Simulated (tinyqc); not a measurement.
Inside a calculation. Model: floating body of a partially depleted SOI transistor: body voltage and kink.

tinyqc, about 0.2 s, one thread, Intel Xeon 2.30GHz (shared host): `OMP_NUM_THREADS=1 python tinyqc.py 2182264 2182265 out.jsonl` Printed values are rounded.

Source at 0 V. Channel current Ic = 2 nf K Vt^2 [F(0) - F(Vd)](1 + la Vd), F(V) = ln^2(1 + exp((Vg - VT - nf V)/(2 nf Vt))), VT = VT0 - gb Vb. Saturation voltage Vs = 2 Vt sqrt(F(0)) + 3 Vt, excess Ve = (Vd - Vs + sqrt((Vd - Vs)^2 + 0.0004 V^2))/2, multiplication M1 = Ai Ve exp(-Bl/Ve). Each junction passes D(v) = J1 (exp(v/Vt) - 1) + J2 (exp(v/(2 Vt)) - 1). Bipolar current Ib = bb J1 (exp(Vb/Vt) - 1). The body settles where M1 (Ic + Ib) = D(Vb) + D(Vb - Vd) + Vb/Rb; drain current Id = (1 + M1)(Ic + Ib) - D(Vb - Vd).

Parameters, values chosen for the exercise; values of the order met in partially depleted silicon-on-insulator transistors:

| symbol | value | unit | meaning |
|---|---|---|---|
| T | 300 | K | temperature |
| VT0 | 0.34 | V | threshold at zero body voltage |
| gb | 0.25 |  | fall of the threshold per volt of body voltage |
| nf | 1.4 |  | slope factor |
| K | 450 | uA/(V^2 um) | gain factor per width |
| la | 0.07 | 1/V | channel-length modulation factor |
| Ai | 3.96 | 1/V | impact-ionisation prefactor |
| Bl | 8.2 | V | impact-ionisation voltage |
| J1 | 9.2e-12 | uA/um | diffusion saturation current of each junction |
| J2 | 5.4e-9 | uA/um | recombination saturation current of each junction |
| bb | 3 |  | gain of the lateral bipolar transistor on the diffusion current |
| Rb | 1e5 | kohm um | resistance of a weak body tie to the source (1e9 stands for no tie, and the term is then dropped) |
| Vg | 0.66 | V | gate voltage |
| Vd | 2.5 | V | drain voltage |

Constants: q = 1.602176634e-19 C, kB = 1.380649e-23 J/K, Vt = kB T/q. Results are converted to the units shown.

Range of the model: The multiplication law is an empirical form chosen for the exercise; self-heating and capacitive coupling to the body are left out, and the linear laws are rough once Vb passes about 0.7 V or M1 about 0.1.

## Starting value

Vb = 0.64 V.

Vb at the start = 0.64 V

## Iteration 1: new Vb

Current into the body I_in = M1 (Ic + Ib) - D(Vb - Vd), current out I_out = D(Vb) + Vb/Rb; f = ln(I_in/I_out), s = df/dVb by central differences over 1e-5 V, Vb(new) = Vb - f/s.

Ic = 43.5259 uA/um
Ve = 2.07957 V
M1 = 0.159657
I_in = 7.19790 uA/um
I_out = 0.526859 uA/um
f = 2.61461
s = -36.2671 1/V
Vb after iteration 1 = 0.712093 V

## Iteration 2: new Vb

As before.

Ic = 46.8513 uA/um
Ve = 2.06671 V
M1 = 0.154825
I_in = 11.1747 uA/um
I_out = 8.45394 uA/um
f = 0.279018
s = -24.8438 1/V
Vb after iteration 2 = 0.723324 V

## Iteration 3: new Vb

As before.

Ic = 47.3804 uA/um
Ve = 2.06470 V
M1 = 0.154080
I_in = 13.3255 uA/um
I_out = 13.0482 uA/um
f = 0.0210274
s = -21.0448 1/V
Vb after iteration 3 = 0.724323 V

## Course of the iteration

Stop when the step is below 1e-10 V, or after 40 iterations.

Course of the iteration:
```
iteration  Vb before the step (V)  step (V)
1                            0.64    0.0721
2                        0.712093    0.0112
3                        0.723324   9.99e-4
4                        0.724323   8.46e-6
5                        0.724332  6.09e-10
6                        0.724332         0
```

Converged in 6 iterations.

## Drain current with floating and with grounded body

converged Vb = 0.724332 V

Id and VT at the converged Vb, Id at Vb = 0, their ratio, and the bipolar share Ib/(Ic + Ib).

VT = 0.158917 V
Id, floating = 101.652 uA/um
Id, grounded = 23.4584 uA/um
ratio = 4.33331
bipolar share = 46.1571 %

The body rises to 0.724 V and lowers the threshold by 181 mV.
